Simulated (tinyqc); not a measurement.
Five-level k.p model folded onto the conduction band, step by step. Values are carried at full precision from step to step, so a last printed digit may differ when a step is redone from the rounded ones.

Second-order sums for the lowest conduction level at E: 1/m = 1 + Cm + (Ep/3)(2/E + 1/(E + Dso)) - (Ep2/3)(2/(E7 + D2 - E) + 1/(E7 - E)); g/2 = 1 + Cg - (Ep/3)(1/E - 1/(E + Dso)) - (Ep2/3)(1/(E7 - E) - 1/(E7 + D2 - E)). E is counted from the top of the valence band; E = Eg at the edge.

Constants: hbar^2/2m0 = 3.80998211 eV angstrom^2.

Parameters, chosen for this exercise (near those of InAs; the results hold for these values, not for the real material):
- Eg = 0.422 eV (gap at Gamma to the s-like level)
- Dso = 0.384 eV (spin-orbit splitting)
- Ep = 21.3 eV (Kane energy)
- E7 = 4.47 eV (upper Gamma7 conduction level, from the valence top)
- D2 = 0.16 eV (its spin-orbit splitting, Gamma8 above Gamma7)
- Ep2 = 6.7 eV (Kane energy to the upper levels)
- Cm = -2 (remote term in 1/m)
- Cg = 0 (remote term in g/2)
- k = 0.019 1/angstrom (wave vector along z)

## Mass and g factor term by term

Evaluate at E = Eg.

Terms:
```
level           part of 1/m  part of g
free + remote       -1.0000     2.0000
Gamma8 valence      33.6493   -33.6493
Gamma7 valence       8.8089    17.6179
Gamma8 upper        -1.0615     1.0615
Gamma7 upper        -0.5517    -1.1034
```

m = 0.0251 m0
g = -14.073

The valence levels give 42.46 to 1/m and the upper levels take 1.61 away. In g the two valence terms nearly cancel when Dso is small against Eg; here Dso/Eg = 0.91 and they leave -16.031, the upper pair -0.042.

## The matrix at one k

For k along z and one spin sector the level c couples to four states. With c0 = hbar^2/2m0, P = sqrt(Ep c0), P2 = sqrt(Ep2 c0): diagonal Eg + (1 + Cm) c0 k^2 for c, and 0, -Dso, E7 + D2, E7 for lh, so, G8 up, G7 up (their own dispersion is left out); couplings of c: sqrt(2/3) P k to lh, sqrt(1/3) P k to so, sqrt(2/3) P2 k to G8 up, sqrt(1/3) P2 k to G7 up (phases chosen real).

Fill in the matrix.

H (eV), rows c, lh, so, G8 up, G7 up and columns alike:
```
[[0.42062, 0.13975, 0.09882, 0.07838, 0.05542],
 [0.13975, 0, 0, 0, 0],
 [0.09882, 0, -0.38400, 0, 0],
 [0.07838, 0, 0, 4.63000, 0],
 [0.05542, 0, 0, 0, 4.47000]]
```

## Exact folding onto c

Solve E = H_cc + S(E), S(E) = sum_j H_cj^2/(E - H_jj), from E = H_cc, by plain substitution and by Newton steps on E - H_cc - S(E). The weight of c in the state is Z = 1/(1 - dS/dE). The exact level is the third eigenvalue of H from below.

Iterates (eV):
```
step  substitution   Newton
0          0.42062  0.42062
1          0.47698  0.47067
2          0.47067  0.47124
3          0.47130  0.47124
4          0.47124  0.47124
5          0.47124  0.47124
6          0.47124  0.47124
7          0.47124  0.47124
```

exact level = 0.47124 eV
Z = 0.9076

Substitution multiplies the error by about dS/dE = 1 - 1/Z = -0.102 a step, so it alternates; after 7 steps it is off by 6.3e-09 eV, while Newton is within 1e-5 eV from step 2 on.

## Loewdin series

Expanding E = H_cc + S(E) about Eg in powers of k^2, with s_n = sum_j H_cj^2/(Eg - H_jj)^n: order k^2: e2 = (1 + Cm) c0 k^2 + s1; order k^4: e4 = -s2 e2; order k^6: e6 = s3 e2^2 + s2^2 e2.

Give each order and the partial sums, counted from Eg.

s1 (eV), s2 (no unit), s3 (1/eV); (1 + Cm) c0 k^2 is H_cc - Eg: [0.05618, 0.12524, 0.27841]

e2, e4, e6 (eV): [0.05480, -0.00686, 0.00170]

partial sums (eV): [0.05480, 0.04794, 0.04964]

The exact value is 0.04924 eV; the errors of the partial sums are +5.56, -1.30 and +0.39 meV.

## Checks

- Curvature of the exact level at small k against the sum for 1/m: both 39.845.

tinyqc: `OMP_NUM_THREADS=1 python tinyqc.py 1051171 1051172 out.jsonl`; about 0.01 s, one thread, shared Intel(R) Xeon(R) Processor @ 2.30GHz.
